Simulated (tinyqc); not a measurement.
Inside a calculation: carrier statistics of a doped semiconductor with parabolic bands. Values are carried at full precision from step to step, so a last printed digit may differ when a step is redone from the rounded ones.

Constants: kB = 8.617333262e-05 eV/K; hbar^2/2m0 = 3.80998211 eV angstrom^2.

Inputs chosen for the exercise (near those of GaAs; shifted at random, so the results belong to these values and not to a real crystal): Eg0 = 1.53 eV (gap at 0 K); al = 0.000544 eV/K (Varshni alpha); be = 208 K (Varshni beta); T = 500 K; ml = 0.0664 m0 (longitudinal electron mass); mt = 0.0664 m0 (transverse electron mass); Mv = 1 (equivalent valleys); mhh = 0.488 m0 (heavy-hole mass); mlh = 0.084 m0 (light-hole mass); ND = 5.6e+14 1/cm^3 (donors); NA = 2.1e+12 1/cm^3 (acceptors); ED = 0.00564 eV (donor level below Ec); EA = 0.0259 eV (acceptor level above Ev).

## Gap and thermal energy

Eg(T) = Eg0 - al T^2/(T + be) (Varshni).

Eg = 1.33791 eV
kT = 0.043087 eV

The gap has shrunk by 192.1 meV from 0 K and is 31.1 kT wide.

## Effective densities of states

m_de = Mv^(2/3) (ml mt^2)^(1/3); m_dh = (mhh^(3/2) + mlh^(3/2))^(2/3); N = 2 (m kB T/(4 pi c))^(3/2) with c = hbar^2/2m0, in 1/angstrom^3; times 1e24 for 1/cm^3.

m_de = 0.0664 m0
m_dh = 0.5110 m0
Nc = 9.2384e+17 1/cm^3
Nv = 1.9721e+19 1/cm^3

The light holes supply 6.7 % of Nv, and Nc/Nv = 0.0468.

## Intrinsic density and level

With Boltzmann statistics ni = sqrt(Nc Nv) exp(-Eg/2kT) and Ei = Eg/2 + (kT/2) ln(Nv/Nc), counted from Ev.

ni = 7.72e+11 1/cm^3
Ei = 0.7349 eV

Ei lies 65.9 meV above midgap, towards the band with the smaller density of states.

## Neutrality by bisection

Energies are counted from Ev, so Ec = Eg. n = Nc F_1/2((EF - Eg)/kT), p = Nv F_1/2(-EF/kT), ND+ = ND/(1 + 2 exp((EF - Eg + ED)/kT)), NA- = NA/(1 + 4 exp((EA - EF)/kT)); neutrality asks p + ND+ = n + NA-. F_j(eta) = (1/Gamma(j + 1)) integral_0^infinity x^j dx/(1 + exp(x - eta)), which tends to exp(eta) for eta << 0.

Start from the bracket [-0.2 eV, Eg + 0.2 eV]; at the midpoint EF take the sign of p + ND+ - n - NA-; where it is positive EF must rise. Fourteen steps are shown.

Bisection (eV, 1/cm^3):
```
step       low     high       EF         n         p       ND+       NA-  sign
1     -0.20000  1.53791  0.66895  1.67e+11  3.57e+12  5.60e+14  2.10e+12     +
2      0.66895  1.53791  1.10343  3.99e+15  1.49e+08  5.55e+14  2.10e+12     -
3      0.66895  1.10343  0.88619  2.59e+13  2.30e+10  5.60e+14  2.10e+12     +
4      0.88619  1.10343  0.99481  3.22e+14  1.85e+09  5.60e+14  2.10e+12     +
5      0.99481  1.10343  1.04912  1.13e+15  5.25e+08  5.58e+14  2.10e+12     -
6      0.99481  1.04912  1.02197  6.04e+14  9.86e+08  5.59e+14  2.10e+12     -
7      0.99481  1.02197  1.00839  4.41e+14  1.35e+09  5.59e+14  2.10e+12     +
8      1.00839  1.02197  1.01518  5.16e+14  1.15e+09  5.59e+14  2.10e+12     +
9      1.01518  1.02197  1.01857  5.58e+14  1.07e+09  5.59e+14  2.10e+12     -
10     1.01518  1.01857  1.01688  5.37e+14  1.11e+09  5.59e+14  2.10e+12     +
11     1.01688  1.01857  1.01772  5.47e+14  1.09e+09  5.59e+14  2.10e+12     +
12     1.01772  1.01857  1.01815  5.53e+14  1.08e+09  5.59e+14  2.10e+12     +
13     1.01815  1.01857  1.01836  5.55e+14  1.07e+09  5.59e+14  2.10e+12     +
14     1.01836  1.01857  1.01847  5.57e+14  1.07e+09  5.59e+14  2.10e+12     +
```

Each step halves the bracket, which is 0.212 meV wide at the last row.

## The neutral state

Solve the neutrality condition for EF to convergence.

EF = 1.0185 eV
n = 5.57e+14 1/cm^3
p = 1.07e+09 1/cm^3
ND+ = 5.59e+14 1/cm^3
NA- = 2.10e+12 1/cm^3

The material is n-type; 99.9 % of the donors are ionised. EF lies 7.41 kT inside the gap from the conduction edge, so Boltzmann statistics would serve; n p/(Nc Nv exp(-Eg/kT)) = 1.000.

## Checks

- F_1/2(1) by the trapezoid rule against adaptive quadrature: both 1.575641.
- Positive against negative charge at the solution (1/cm^3): both 5.59232e+14.

Run: tinyqc, `OMP_NUM_THREADS=1 python tinyqc.py 1681468 1681469 out.jsonl`; Intel(R) Xeon(R) Processor @ 2.30GHz, one thread, shared host; about 0.02 s of CPU time with all checks.
